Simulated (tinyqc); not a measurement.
Vertical double-diffused power MOSFET, components of the on-resistance: two steps of the calculation.

Stripe cells of pitch Wp + a, two channels a cell. Current flows through the channels, spreads in the accumulation layer, passes the gap between the p bodies and spreads at 45 degrees into the drift layer below them. Low drain voltage, full ionisation.

Values chosen for this exercise; bulk values close to those of 4H silicon carbide:
```
symbol  value                    unit                                             meaning
T         300                       K                                         temperature
eps_r    9.64                                                       relative permittivity
Kc      23400  V/cm per (cm^-3)^(1/8)                             critical-field constant
BV        650                       V          rated breakdown voltage of the drift layer
mud       821              cm^2/(V s)                             drift mobility at 300 K
bt        2.4                                  temperature exponent of the drift mobility
tox        52                      nm                    gate oxide thickness (eps_r 3.9)
Vov         9                       V                                      gate overdrive
mch        39              cm^2/(V s)                                    channel mobility
mac        56              cm^2/(V s)                         accumulation-layer mobility
Lc        0.9                      um                                      channel length
Wp        5.5                      um  width of the p body in one cell, channels included
a         3.9                      um                   gap between neighbouring p bodies
xp        1.6                      um                                 depth of the p body
Nj          3                                     doping of the gap over the drift doping
Vbi      2.99                       V               built-in voltage of the body junction
Rs       0.38               mohm cm^2                    substrate and contact resistance
```

Constants: q = 1.602176634e-19 C, eps0 = 8.8541878128e-14 F/cm where lengths are in cm. Results are converted to the units shown.

Question 1. Drift layer. Triangular field at breakdown with Ec = Kc N^(1/8): BV = eps0 eps_r Ec^2/(2 q N), so N = (eps0 eps_r Kc^2/(2 q BV))^(4/3); W = 2 BV/Ec; mu = mud (T/300 K)^(-bt); rho = 1/(q mu N); ideal resistance rho W.

Wanted: N; Ec; W; mu; rho; ideal resistance.

Answer 1.

N = 2.9377e16 cm^-3
Ec = 2.6774 MV/cm
W = 4.8554 um
mu = 821.00 cm^2/(V s)
rho = 0.25879 ohm cm
ideal resistance = 0.12565 mohm cm^2

Question 2. Components of the on-resistance. Pitch p = Wp + a, Cox = 3.9 eps0/tox; zero-bias depletion in the gap w0 = sqrt(2 eps0 eps_r Vbi/(q N Nj)), open gap g = a - 2 w0; R_ch = Lc p/(2 mch Cox Vov); R_acc = 0.6 a p/(4 mac Cox Vov), 0.6 being an empirical factor for current leaving the layer along its length; R_gap = (rho/Nj) xp p/g; spreading depth t = min(W, (p - g)/2); R_drift = (rho p/2) ln((g + 2 t)/g) + rho (W - t); R_on = the sum with Rs.

N = 2.9376833e16 cm^-3
W = 4.8554208 um
mu = 821 cm^2/(V s)
rho = 0.25878641 ohm cm

Wanted: w0; g; components; R_on; shares.

Answer 2.

w0 = 0.19013 um
g = 3.5197 um
components (mohm cm^2): channel 1.8148, accumulation 1.6430, gap 0.036860, drift 0.16904, substrate 0.38000
R_on = 4.0437 mohm cm^2
shares (%): channel 44.879, accumulation 40.632, gap 0.912, drift 4.180, substrate 9.397

The channel term is the largest. R_on is 32.2 times the ideal drift resistance, and spreading raises the drift term to 1.35 times it.

Computed by the program tinyqc: `OMP_NUM_THREADS=1 python tinyqc.py 2230041 2230042 out.jsonl`, one thread of a shared Intel Xeon 2.30GHz, about 0.01 s for the whole run.
